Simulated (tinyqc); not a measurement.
# Worked calculation: an infinitely deep well in a field (quantum-confined Stark shift), Airy functions

Computed by the program tinyqc: `OMP_NUM_THREADS=1 python tinyqc.py 2580033 2580034 out.jsonl`, one thread of a shared Intel Xeon 2.30GHz, about 0.02 s for the whole run. Printed values are rounded.

Hard walls at x = -L/2 and +L/2; between them U(x) = -F x (eV, zero at the centre). C = hbar^2/(2 m0), e = (C F^2/m1)^(1/3), z1 = (F L/2 - E)/e at the left wall and z2 = (-F L/2 - E)/e at the right wall. Levels are the roots of D(E) = Ai(z1) Bi(z2) - Ai(z2) Bi(z1).

Parameters, values chosen for the exercise: mass m1 = 0.039 m0; well width L = 13 nm; field F = 0.016 V/nm; level sought n = 1.

Constants: q = 1.602176634e-19 C, hbar = 1.054571817e-34 J s, m0 = 9.1093837015e-31 kg, hbar^2/(2 m0) = 0.0380998212 eV nm^2. Results are converted to the units shown.

## Level without field and second-order shift

E_n(0) = C (n pi/L)^2/m1; second-order shift m1 F^2 L^4 (1 - 15/(pi n)^2)/(48 C pi^2 n^2).

E_n(0) = 0.0570521 eV
second-order shift = -8.21231 meV
F L/E_1(0) = 3.64579

## Step 1: secant step for the level

first trial energy = 0.0571 eV
second trial energy = 0.0542 eV

Secant step from the last two trial energies, E_a the older and E_b the newer: next = E_b - D(E_b) (E_b - E_a)/(D(E_b) - D(E_a)).

D(E_a) = 0.0755302
D(E_b) = 0.0502047
third trial energy = 0.0484511 eV

## Step 2: secant step for the level

As before.

D(E_a) = 0.0502047
D(E_b) = -0.00619553
fourth trial energy = 0.0490826 eV

## Course of the secant iteration

Stop when E changes by less than 1e-10 eV and the root is level n (n - 1 nodes between the walls). E_a and E_b start as the two trial energies.

Course of the iteration:
```
step     E (eV)  change (eV)
1     0.0484511      5.75e-3
2     0.0490826      6.32e-4
3     0.0490426      4.00e-5
4     0.0490423      3.03e-7
5     0.0490423     1.55e-10
6     0.0490423     6.04e-16
```

Converged in 6 steps to level 1.

## Stark shift

Exact shift E_n(F) - E_n(0), and the mean position <x> = -dE_n/dF. E_n(0) = C (n pi/L)^2/m1; second-order shift m1 F^2 L^4 (1 - 15/(pi n)^2)/(48 C pi^2 n^2).

E_n = 0.0490423 eV
shift = -8.00976 meV
<x> = 0.97737 nm

The second-order estimate is 2.5 % above the exact shift in size.
